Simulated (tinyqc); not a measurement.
Potential-pH (Pourbaix) lines of a metal, its cation, its oxide and an oxyanion, with a complexing ligand: one step, computed by the program tinyqc.

Potentials are against the standard hydrogen electrode; solids and water have unit activity; dG_f of M, H+ and the electron is zero; F = e N_A and s = R T ln(10)/F. The cation carries z = 3.

Question. A complexing ligand. M3+ + 3e = M; (1/2) M2O3 + 3H+ + 3e = M + (3/2) H2O; MO2(-) + 4H+ + 3e = M + 2H2O. For each, E0 = -dG/(z F), and E = E0 + (s/z) log10 a - (s n_H/z) pH, with no activity term for the oxide. The free ligand is c_L/(1 + 10^(pKa - pH)) (ligand in excess); dissolved metal is a in all, so the free cation is a/alpha, alpha = 1 + beta [L]; the cation line drops by (s/z) log10 alpha.

Inputs (values chosen for the exercise, for a model metal):
```
quantity                                     value   unit
temperature T                               298.15      K
log10 of the dissolved activity a               -6      -
pH                                             6.6      -
log10 of the stability constant beta of ML      11      -
pKa of HL                                        7      -
total ligand c_L                            0.0017  mol/L
```

Species: M, M3+, M2O3, MO2(-).

E0 (V): cation -0.4988668, oxide -0.4862052, oxyanion -0.1735670

s = 0.05915935 V

Give: free ligand; log10 alpha; cation line with ligand; that line less the oxide line.

Answer.

free ligand = 4.841e-04 mol/L

log10 alpha = 7.685

cation line with ligand = -0.7687 V

that line less the oxide line = 0.1079 V

The oxide still lies below the complexed cation at this pH.
